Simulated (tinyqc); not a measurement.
From results back to parameters: Penn model of the dielectric constant and Phillips ionicity. Three cases, with inputs chosen for the exercise.

Problem. eps was computed from a and a hidden C.

n = 32/a^3; Ep^2 = 8 pi c e2 n with c = hbar^2/2m0, e2 = e^2/(4 pi eps0); EF = c (3 pi^2 n)^(2/3); eps = 1 + (Ep/Eg)^2 S with S = 1 - Eg/(4 EF) + (Eg/(4 EF))^2/3, Eg the Penn gap. Core d shells are left out.

Phillips: bond length d = sqrt(3) a/4; homopolar gap Eh = 39.74 d^(-2.48) eV (d in angstrom); Eg^2 = Eh^2 + C^2; ionicity fi = C^2/Eg^2.

Constants: hbar^2/2m0 = 3.80998211 eV angstrom^2; e^2/(4 pi eps0) = 14.39964547 eV angstrom.

Find: Eg; Eh; C; fi.

Method. eps falls steadily with Eg, so one Eg fits; C^2 = Eg^2 - Eh^2.

Case 1.

Values chosen (out of a larger set: near those of GaP; not measured data): a = 5.464 angstrom (cubic lattice constant, 32 valence electrons a cell).

eps = 8.41644

Solution.

Eg = 5.693 eV
Eh = 4.695 eV
C = 3.22 eV
fi = 0.320

Case 2.

Values chosen (out of a larger set: near those of SiC; not measured data): a = 4.351 angstrom (cubic lattice constant, 32 valence electrons a cell).

eps = 6.50004

Solution.

Eg = 9.285 eV
Eh = 8.260 eV
C = 4.24 eV
fi = 0.209

Case 3.

Values chosen (out of a larger set: near those of GaN; not measured data): a = 4.517 angstrom (cubic lattice constant, 32 valence electrons a cell).

eps = 4.68720

Solution.

Eg = 10.570 eV
Eh = 7.528 eV
C = 7.42 eV
fi = 0.493

Computed by tinyqc, one run a case: `OMP_NUM_THREADS=1 python tinyqc.py N N+1 out.jsonl` with N = 1682159, 1682232, 1682257; one thread of a shared Intel(R) Xeon(R) Processor @ 2.30GHz, about 0.01 s a run at most.
